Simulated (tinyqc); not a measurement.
Band bending at a free surface with a continuum of surface states, surface photovoltage and Kelvin probe: two steps of the calculation.

n-type bulk, xi = Ec - EF = Vt ln(Nc/Nd), p0 = ni^2/Nd, ni = sqrt(Nc Nv) exp(-Eg/(2 Vt)), Eg in volts. b is the upward band bending, u = b/Vt. Space charge per area, in units of q: Qc = sign(b) sqrt((2 eps0 eps_r Vt/q) [(Nd + dn)(exp(-u) - 1) + Nd u + (p0 + dn)(exp(u) - 1)]), with dn the excess density under light (flat quasi-Fermi levels; 0 in the dark). The states hold -Ds (E0 - xi - b): negative while the Fermi level lies above the neutrality level. Neutrality: Qc + Qf + (charge of the states) = 0.

Parameters, values chosen for the exercise; band and dielectric values those of a made-up semiconductor:
```
symbol,value,unit,meaning
T,350,K,temperature
Eg,0.884,eV,band gap
eps_r,12.1,,relative permittivity
Nc,4.28e19,cm^-3,conduction-band density of states at T
Nv,4.27e19,cm^-3,valence-band density of states at T
chi,5.19,eV,electron affinity
Nd,2.7e16,cm^-3,donor density
pt,4.51,eV,work function of the probe tip
E0,0.47,eV,depth of their neutrality level below the conduction edge
```

Constants: q = 1.602176634e-19 C, kB = 1.380649e-23 J/K, Vt = kB T/q, eps0 = 8.8541878128e-14 F/cm where lengths are in cm. Results are converted to the units shown.

Question 1. Bulk quantities. xi, ni, p0, the Debye length sqrt(eps0 eps_r Vt/(q Nd)) and the flat-band work function chi + xi.

Find: xi; ni; p0; Debye length; chi + xi.

Answer 1.

xi = 0.2222 eV
ni = 1.847e13 cm^-3
p0 = 1.263e10 cm^-3
Debye length = 27.33 nm
chi + xi = 5.412 eV

Question 2. Work function and Kelvin-probe reading. Work function chi + xi + b; contact potential difference CPD = (work function of the sample) - pt. Depth of EF below Ec at the surface: xi + b. Depletion width Qc/Nd.

converged b = 0.15224793 V

Give: xi + b; Qc; Qc/Nd; work function; CPD.

Answer 2.

xi + b = 0.37449 eV
Qc = 2.1013e11 cm^-2
Qc/Nd = 77.827 nm
work function = 5.5645 eV
CPD = 1054.5 mV

The Fermi level lies 95.5 meV above the neutrality level.

Computed by the program tinyqc: `OMP_NUM_THREADS=1 python tinyqc.py 2430153 2430154 out.jsonl`, one thread of a shared Intel Xeon 2.30GHz, about 0.01 s for the whole run.
